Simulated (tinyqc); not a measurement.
Stretching all distances: RHF, UHF, MP2, CISD and CCSD against full CI in the 3-21g basis, for H2, spin multiplicity 1. Computed by the program tinyqc with PySCF. All coordinates are multiplied by the scale. c0^2 is the weight of the RHF determinant in the lowest singlet FCI state (UHF is spin-contaminated and may lie near states of higher spin) and n(LUMO) the first natural occupation beyond the occupied space.

Geometry (angstrom):

| atom | x | y | z |
|---|---|---|---|
| H | 0.0000 | 0.0000 | 0.0000 |
| H | 0.0000 | 0.0000 | 0.6750 |

Full CI energy (hartree) and errors against it (kcal/mol):

| scale | distance 1-2 (angstrom) | E(FCI) | RHF | UHF | MP2 | CISD | CCSD | <S^2> UHF | c0^2 | n(LUMO) |
|---|---|---|---|---|---|---|---|---|---|---|
| 0.880 | 0.594 | -1.12487 | 13.869 | 13.869 | 3.854 | 0.000 | 0.000 | 0.000 | 0.990 | 0.015 |
| 1.110 | 0.749 | -1.14788 | 15.729 | 15.729 | 4.811 | 0.000 | 0.000 | 0.000 | 0.985 | 0.025 |
| 1.340 | 0.904 | -1.13655 | 18.117 | 18.117 | 6.195 | 0.000 | 0.000 | 0.000 | 0.978 | 0.041 |
| 1.800 | 1.215 | -1.08966 | 25.651 | 25.460 | 10.841 | 0.000 | 0.000 | 0.087 | 0.949 | 0.098 |
| 2.020 | 1.363 | -1.06795 | 30.831 | 25.418 | 14.074 | 0.000 | 0.000 | 0.411 | 0.927 | 0.143 |
| 2.250 | 1.519 | -1.04829 | 37.416 | 21.738 | 18.170 | 0.000 | 0.000 | 0.627 | 0.896 | 0.204 |
| 2.480 | 1.674 | -1.03226 | 45.149 | 16.907 | 22.914 | 0.000 | 0.000 | 0.764 | 0.858 | 0.280 |
| 2.710 | 1.829 | -1.01990 | 53.852 | 12.309 | 28.096 | 0.000 | 0.000 | 0.851 | 0.814 | 0.366 |

Estimate the missing row, scale = 1.57.

Computed row:
```
scale  distance 1-2 (angstrom)    E(FCI)     RHF     UHF    MP2   CISD   CCSD  <S^2> UHF   c0^2  n(LUMO)
1.570                    1.060  -1.11404  21.361  21.361  8.176  0.000  0.000      0.000  0.966    0.064
```

UHF parts from RHF first at scale 1.8 of those listed, where <S^2> leaves zero. The weight c0^2 goes from 0.99 to 0.81 and n(LUMO) from 0.01 to 0.37: static correlation grows as the bonds break into open-shell fragments. The spread of the error along the curve, which distorts its shape, is CISD 0.0, CCSD 0.0, UHF 13.2, MP2 24.2, RHF 40.0 kcal/mol. With two electrons CISD and CCSD are exact.
